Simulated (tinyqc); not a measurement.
## Electron mobility in a silicon inversion layer, empirical terms and Matthiessen rule: effect of the inversion density

Inversion layer of sheet density Ns on a uniformly doped body, under a high-permittivity gate with an interlayer. The mobility terms are empirical power laws with prefactors chosen for the exercise; adding their inverses (Matthiessen) is itself an approximation.

ni = sqrt(Nc Nv) exp(-Eg/(2 Vt)), Eg in volts; Ndep = sqrt(2 eps0 eps_r Nb (2 Vt ln(Nb/ni) + Vsb)/q); E = q (Ndep + eta Ns)/(eps0 eps_r), in MV/cm. With t = T/(300 K): muC = Ac (Ns/1e12 cm^-2) t/(Nb/1e17 cm^-3 + Nit/1e11 cm^-2), muP = Ap E^(-1/3) t^(-1.75), muS = As E^(-gs), muR = Ar exp(2 ti/lr)/t; 1/mu is the sum of the inverses.

Inputs (values chosen for the exercise); material values close to those of silicon: temperature T = 350 K; band gap Eg = 1.13 eV; relative permittivity of the semiconductor eps_r = 11.7; conduction-band density of states at T Nc = 3.59e19 cm^-3; valence-band density of states at T Nv = 3.38e19 cm^-3; body doping Nb = 1.5e17 cm^-3; reverse body bias Vsb = 0 V; weight of the inversion charge in the effective field eta = 0.5; phonon-limited mobility at 1 MV/cm and 300 K Ap = 416 cm^2/(V s); roughness-limited mobility at 1 MV/cm As = 1140 cm^2/(V s); exponent of the roughness term gs = 2; Coulomb prefactor Ac = 2900 cm^2/(V s); charge at the interface Nit = 1.1e10 cm^-2; remote-phonon mobility without interlayer Ar = 360 cm^2/(V s); interlayer thickness ti = 0.6 nm; decay length of remote phonons lr = 0.8 nm.

Constants: q = 1.602176634e-19 C, kB = 1.380649e-23 J/K, Vt = kB T/q, eps0 = 8.8541878128e-14 F/cm where lengths are in cm. Results are converted to the units shown.

The same in every row: muR (cm^2/(V s)) = 1383.

Effect of the inversion density:

| Ns (cm^-2) | E (MV/cm) | muC (cm^2/(V s)) | muP (cm^2/(V s)) | muS (cm^2/(V s)) | mu (cm^2/(V s)) |
|---|---|---|---|---|---|
| 2e11 | 0.2083 | 420.3 | 535.9 | 2.628e4 | 199.7 |
| 3.6e11 | 0.2207 | 756.5 | 525.6 | 2.341e4 | 250.6 |
| 6.3e11 | 0.2415 | 1324 | 510.0 | 1.954e4 | 286.5 |
| 1.1e12 | 0.2779 | 2312 | 486.8 | 1.476e4 | 305.1 |
| 2e12 | 0.3475 | 4203 | 451.8 | 9441 | 304.9 |
| 3.6e12 | 0.4712 | 7565 | 408.2 | 5134 | 285.7 |
| 6.3e12 | 0.6800 | 1.324e4 | 361.2 | 2465 | 251.7 |
| 1.1e13 | 1.043 | 2.312e4 | 313.2 | 1047 | 203.5 |
| 2e13 | 1.739 | 4.203e4 | 264.1 | 376.8 | 139.1 |

As Ns goes from 2e11 to 2e13 cm^-2, E rises from 0.208 to 1.74 MV/cm and mu goes from 200 through a maximum of 305 (at Ns = 1.1e12 cm^-2 among the rows listed) to 139 cm^2/(V s). The smallest term is the Coulomb one in the first row and the phonon one in the last. Screening lifts the Coulomb term as Ns grows while the field presses the carriers to the interface, hence the maximum. At Ns = 2e13 cm^-2 E passes 1.5 MV/cm, beyond the usual range of such laws.

Numbers from tinyqc (`OMP_NUM_THREADS=1 python tinyqc.py 2510016 2510017 out.jsonl`; about 0.01 s on one thread of a shared Intel Xeon 2.30GHz).
